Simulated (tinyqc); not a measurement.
# Trap density from the barrier height

Inverse problem. In a partly depleted grain with all boundary traps filled, 2 N W = Qt and VB = q N W^2/(2 eps0 eps_r). Find Qt, W and the doping at which VB would equal Vt.

Values chosen for this exercise:

| symbol | value | unit | meaning |
|---|---|---|---|
| T | 300 | K | temperature |
| eps_r | 11.7 |  | relative permittivity |

Constants: q = 1.602176634e-19 C, kB = 1.380649e-23 J/K, Vt = kB T/q, eps0 = 8.8541878128e-14 F/cm where lengths are in cm. Results are converted to the units shown.

doping = 4.4e18 cm^-3
barrier height = 0.073858563 V

Answer. Eliminating W gives VB = q Qt^2/(8 eps0 eps_r N), which falls as 1/N.

Qt = 4.100e12 cm^-2
W = 4.659 nm
doping for VB = Vt = 1.257e19 cm^-3

Numbers from tinyqc (`OMP_NUM_THREADS=1 python tinyqc.py 2830175 2830176 out.jsonl`; about 0.01 s on one thread of a shared Intel Xeon 2.30GHz).
